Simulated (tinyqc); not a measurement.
Inside a calculation. Method: empirical pseudopotential in a few plane waves. Computed by tinyqc, a small Python program that keeps every step. Settings: plane-wave index or count = 15. Command: `OMP_NUM_THREADS=1 python tinyqc.py 26001 26002 out.jsonl` (the two numbers bound the seeds that draw the settings). One thread of a shared host (Intel(R) Xeon(R) Processor @ 2.60GHz), about 0.2 s of CPU time with the checks.

## Bloch Hamiltonian at G

Parameters chosen for this model: fcc lattice, atoms at +/- a/8 (1,1,1); form factors in rydberg at |G|^2 in units of (2 pi/a)^2:
```
parameter                 value      unit
a                      6.150000  angstrom
VS(3)                 -0.220000        Ry
VS(8)                  0.000000        Ry
VS(11)                 0.077000        Ry
VA(3)                  0.119000        Ry
VA(4)                  0.087000        Ry
VA(11)                 0.025000        Ry
hbar^2/2m (2 pi/a)^2   3.976788        eV
```

k point G (2 pi / a): 0  0  0

Basis: the 15 shortest G (labels in 2 pi/a), the same at every k. H(G,G') = c |k + G|^2 delta + VS(|G-G'|^2) cos((G-G').tau) + i VA sin((G-G').tau), tau = a/8 (1,1,1); 1 Ry = 13.605693 eV.

H(k) at G (eV):
```
                 +0+0+0           -1-1-1           -1-1+1           -1+1-1
+0+0+0           0.0000   2.1165+1.1449i  -2.1165+1.1449i  -2.1165+1.1449i
-1-1-1   2.1165-1.1449i          11.9304   0.0000-1.1837i   0.0000-1.1837i
-1-1+1  -2.1165-1.1449i   0.0000+1.1837i          11.9304           0.0000
-1+1-1  -2.1165-1.1449i   0.0000+1.1837i           0.0000          11.9304
-1+1+1  -2.1165+1.1449i           0.0000   0.0000+1.1837i   0.0000+1.1837i
+1-1-1  -2.1165-1.1449i   0.0000+1.1837i           0.0000           0.0000
+1-1+1  -2.1165+1.1449i           0.0000   0.0000+1.1837i           0.0000
+1+1-1  -2.1165+1.1449i           0.0000           0.0000   0.0000+1.1837i
+1+1+1   2.1165+1.1449i           0.0000           0.0000           0.0000
-2+0+0   0.0000-1.1837i  -2.1165+1.1449i  -2.1165-1.1449i  -2.1165-1.1449i
+0-2+0   0.0000-1.1837i  -2.1165+1.1449i  -2.1165-1.1449i   0.7408-0.2405i
+0+0-2   0.0000-1.1837i  -2.1165+1.1449i   0.7408-0.2405i  -2.1165-1.1449i
+0+0+2   0.0000+1.1837i  -0.7408-0.2405i   2.1165+1.1449i  -0.7408+0.2405i
+0+2+0   0.0000+1.1837i  -0.7408-0.2405i  -0.7408+0.2405i   2.1165+1.1449i
+2+0+0   0.0000+1.1837i  -0.7408-0.2405i  -0.7408+0.2405i  -0.7408+0.2405i

                 -1+1+1           +1-1-1           +1-1+1           +1+1-1
+0+0+0  -2.1165-1.1449i  -2.1165+1.1449i  -2.1165-1.1449i  -2.1165-1.1449i
-1-1-1           0.0000   0.0000-1.1837i           0.0000           0.0000
-1-1+1   0.0000-1.1837i           0.0000   0.0000-1.1837i           0.0000
-1+1-1   0.0000-1.1837i           0.0000           0.0000   0.0000-1.1837i
-1+1+1          11.9304           0.0000           0.0000           0.0000
+1-1-1           0.0000          11.9304   0.0000-1.1837i   0.0000-1.1837i
+1-1+1           0.0000   0.0000+1.1837i          11.9304           0.0000
+1+1-1           0.0000   0.0000+1.1837i           0.0000          11.9304
+1+1+1   0.0000+1.1837i           0.0000   0.0000+1.1837i   0.0000+1.1837i
-2+0+0   2.1165-1.1449i   0.7408-0.2405i  -0.7408-0.2405i  -0.7408-0.2405i
+0-2+0  -0.7408-0.2405i  -2.1165-1.1449i   2.1165-1.1449i  -0.7408-0.2405i
+0+0-2  -0.7408-0.2405i  -2.1165-1.1449i  -0.7408-0.2405i   2.1165-1.1449i
+0+0+2  -2.1165+1.1449i  -0.7408+0.2405i  -2.1165+1.1449i   0.7408+0.2405i
+0+2+0  -2.1165+1.1449i  -0.7408+0.2405i   0.7408+0.2405i  -2.1165+1.1449i
+2+0+0   0.7408+0.2405i   2.1165+1.1449i  -2.1165+1.1449i  -2.1165+1.1449i

                 +1+1+1           -2+0+0           +0-2+0           +0+0-2
+0+0+0   2.1165-1.1449i   0.0000+1.1837i   0.0000+1.1837i   0.0000+1.1837i
-1-1-1           0.0000  -2.1165-1.1449i  -2.1165-1.1449i  -2.1165-1.1449i
-1-1+1           0.0000  -2.1165+1.1449i  -2.1165+1.1449i   0.7408+0.2405i
-1+1-1           0.0000  -2.1165+1.1449i   0.7408+0.2405i  -2.1165+1.1449i
-1+1+1   0.0000-1.1837i   2.1165+1.1449i  -0.7408+0.2405i  -0.7408+0.2405i
+1-1-1           0.0000   0.7408+0.2405i  -2.1165+1.1449i  -2.1165+1.1449i
+1-1+1   0.0000-1.1837i  -0.7408+0.2405i   2.1165+1.1449i  -0.7408+0.2405i
+1+1-1   0.0000-1.1837i  -0.7408+0.2405i  -0.7408+0.2405i   2.1165+1.1449i
+1+1+1          11.9304  -0.7408-0.2405i  -0.7408-0.2405i  -0.7408-0.2405i
-2+0+0  -0.7408+0.2405i          15.9072           0.0000           0.0000
+0-2+0  -0.7408+0.2405i           0.0000          15.9072           0.0000
+0+0-2  -0.7408+0.2405i           0.0000           0.0000          15.9072
+0+0+2  -2.1165-1.1449i           0.0000           0.0000           0.0000
+0+2+0  -2.1165-1.1449i           0.0000           0.0000           0.0000
+2+0+0  -2.1165-1.1449i           0.0000           0.0000           0.0000

                 +0+0+2           +0+2+0           +2+0+0
+0+0+0   0.0000-1.1837i   0.0000-1.1837i   0.0000-1.1837i
-1-1-1  -0.7408+0.2405i  -0.7408+0.2405i  -0.7408+0.2405i
-1-1+1   2.1165-1.1449i  -0.7408-0.2405i  -0.7408-0.2405i
-1+1-1  -0.7408-0.2405i   2.1165-1.1449i  -0.7408-0.2405i
-1+1+1  -2.1165-1.1449i  -2.1165-1.1449i   0.7408-0.2405i
+1-1-1  -0.7408-0.2405i  -0.7408-0.2405i   2.1165-1.1449i
+1-1+1  -2.1165-1.1449i   0.7408-0.2405i  -2.1165-1.1449i
+1+1-1   0.7408-0.2405i  -2.1165-1.1449i  -2.1165-1.1449i
+1+1+1  -2.1165+1.1449i  -2.1165+1.1449i  -2.1165+1.1449i
-2+0+0           0.0000           0.0000           0.0000
+0-2+0           0.0000           0.0000           0.0000
+0+0-2           0.0000           0.0000           0.0000
+0+0+2          15.9072           0.0000           0.0000
+0+2+0           0.0000          15.9072           0.0000
+2+0+0           0.0000           0.0000          15.9072
```

## Levels at G

Diagonalise the Hermitian matrix.

eigenvalues (eV): -5.3606  7.0327  7.0327  7.0327  9.3986  12.6859  12.6859  12.6859  15.8045  15.9072  15.9072  19.9254  20.0493  20.0493  20.0493

## Bands along a path

The same steps at evenly spaced points between the labelled ones.

Bands along the path (eV), lowest eight:
```
k          band 1  band 2  band 3  band 4   band 5   band 6   band 7   band 8
L         -4.1569  3.4619  6.9225  6.9225  10.3335  13.2870  13.2870  15.5292
L-G 0.33  -4.7222  4.2563  6.8081  6.8081  10.4026  13.2289  13.2289  14.5402
L-G 0.67  -5.1862  5.7904  6.9313  6.9313  10.3729  12.6364  13.0176  13.0176
G         -5.3606  7.0327  7.0327  7.0327   9.3986  12.6859  12.6859  12.6859
G-X 0.33  -5.1280  5.7650  6.7087  6.7087  10.8647  11.8174  13.5876  13.5876
G-X 0.67  -4.5098  4.2846  6.2779  6.2779  10.5133  11.3904  15.1275  15.7419
X         -3.7710  3.4749  6.3229  6.3229  10.3339  10.7155  18.4579  18.6143
```

With 4 band(s) filled, the highest filled level on these points lies at G and the lowest empty one at G: a gap of 2.3659 eV, direct. This holds for the small fixed basis; with all plane waves up to |k + G|^2 = 21 (2 pi/a)^2 the gap along the path is 2.72 eV.

## Convergence with the number of plane waves

Levels at G counted from the fourth one.

Levels (eV):
```
plane waves   level 1  level 5  level 8
9            -14.4614   0.9757   2.3674
15           -12.3933   2.3659   5.6532
27           -11.3395   2.8107   6.1620
51           -10.8202   2.6181   6.5430
59           -10.7961   2.6687   6.2852
65           -10.7839   2.6654   6.2487
89           -10.7691   2.6816   6.2492
```
